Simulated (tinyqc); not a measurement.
Worked calculation: Deal-Grove kinetics of thermal oxidation of silicon. Computed by tinyqc, a small Python program that keeps every step. Command: `OMP_NUM_THREADS=1 python tinyqc.py 3014666 3014667 out.jsonl oxide walk`. One thread of a shared host (Intel(R) Xeon(R) Processor @ 2.30GHz), about 0.02 s of CPU time with the checks. Intermediate numbers are printed to about 7 digits and carried at full precision; extremes and crossings named in words are read from the listed rows.

Oxidant diffuses through the oxide and reacts at the interface, so that dx/dt = B/(A + 2x) for the oxide thickness x.

Inputs (values chosen for the exercise, close to those used for silicon):
```
quantity                              value    unit
prefactor B0                            341  um^2/h
activation energy E_B                 0.784      eV
prefactor (B/A)0                   1.52e+08    um/h
activation energy E_A                  2.04      eV
temperature T                           975       C
oxidant pressure p                      0.1     atm
pressure exponent m of B/A                1       -
initial oxide x_i                       0.1      um
time t                                  5.5       h
field oxide beside the window x_f      0.45      um
```

Ambient: steam. Surface: (111). Extension: masking step.

Constants: k_B = 8.617333262e-05 eV/K.

## Rate constants

B = B0 p exp(-E_B/(k_B T)), B/A = (B/A)0 p^m exp(-E_A/(k_B T)), p in atm; A = B/(B/A). Temperatures in kelvin are T(C) + 273.15.

parabolic constant B = 0.02328737 um^2/h

linear constant B/A = 0.08805108 um/h

length A = 0.2644757 um

Reaction at the interface limits growth while x is well below A/2 = 0.132 um, diffusion once x is well above it.

## Thickness after the oxidation

tau = (x_i^2 + A x_i)/B and x = (A/2) [sqrt(1 + 4 B (t + tau)/A^2) - 1], the root of x^2 + A x = B (t + tau). Silicon consumed is 0.44 times the oxide grown; the rate is B/(A + 2x).

tau = 1.565122 h

oxide thickness x = 0.2943942 um

silicon consumed = 0.08553347 um

final growth rate = 0.02729209 um/h

2x/A = 2.23: reaction and diffusion both resist, diffusion with a share 2x/(A + 2x) = 0.69.

## Full law against its linear and parabolic limits

Linear limit x = (B/A)(t + tau); parabolic limit x = sqrt(B (t + tau)).

Thickness (um):
```
t (h)       full  linear limit  parabolic limit      2x/A
0.05   0.1024935      0.142213        0.1939380  0.775069
0.1    0.1049607      0.146616        0.1969170  0.793727
0.25   0.1122131      0.159823        0.2055952  0.848570
0.5    0.1238444      0.181836        0.2192972  0.936528
1      0.1456502      0.225862        0.2444073  1.101426
2      0.1847939      0.313913        0.2881359  1.397436
4      0.2512773      0.490015        0.3599959  1.900193
8      0.3578982      0.842219        0.4719603  2.706474
16     0.5208565      1.546628        0.6395666  3.938786
32     0.7617029      2.955445        0.8841059  5.760099
```

Both limits lie above the full result, since each drops one resistance. The linear law overshoots by 39 % in the first row and 290 % in the last, the parabolic law by 89 % and 16 %. The better limit switches between 1 and 2 h; both give the same value where B (t + tau) = A^2, at 2x/A = sqrt5 - 1 = 1.24.

## A window beside field oxide

The same oxidation acts on the field oxide, with x_f in place of x_i. Each region consumes 0.44 times the oxide it grows; the step in the silicon surface is the difference, and the step in the oxide surface is (x_f(new) - 0.44 growth) against the same for the window, counted from the silicon surface before this oxidation.

field oxide afterwards = 0.5511957 um

step in the silicon = 0.04100735 um

step in the oxide surface = 0.2978088 um

The field oxide grows by 0.101 um and the window by 0.194 um: the thicker film slows the oxidant.

Checks made by the program: closed form against Runge-Kutta integration of dx/dt (relative difference below 1e-10).
